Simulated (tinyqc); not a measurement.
Polytypes and stacking faults of a tetrahedral semiconductor in an axial Ising model with couplings up to third neighbours: one step, computed by the program tinyqc.

Each double layer has s = +1 or -1 for the sense of its stacking step; E per pair of atoms = E0 - sum_n J_n <s_i s_(i+n)>, n = 1, 2, 3. Hexagonality h = (1 - <s_i s_(i+1)>)/2.

Question. Splitting of a basal screw dislocation. Screw line, bounded by the I2 fault of energy gamma: b = a, partials b_p = a/sqrt 3; d = G b_p^2 (2 - 3 nu)/(8 pi gamma (1 - nu)). One partial is driven off by the shear stress gamma/b_p along its Burgers vector.

Inputs (values chosen for the exercise, for a model crystal): basal lattice constant a = 3.19 angstrom; shear modulus G = 117 GPa; Poisson ratio nu = 0.2.

Host polytype: 2H.

energy of the glide fault, I2 = 44.37421 mJ/m^2

Give: splitting width d; stress to open the fault.

Answer.

splitting width d = 6.2275 nm

stress to open the fault = 240.94 MPa
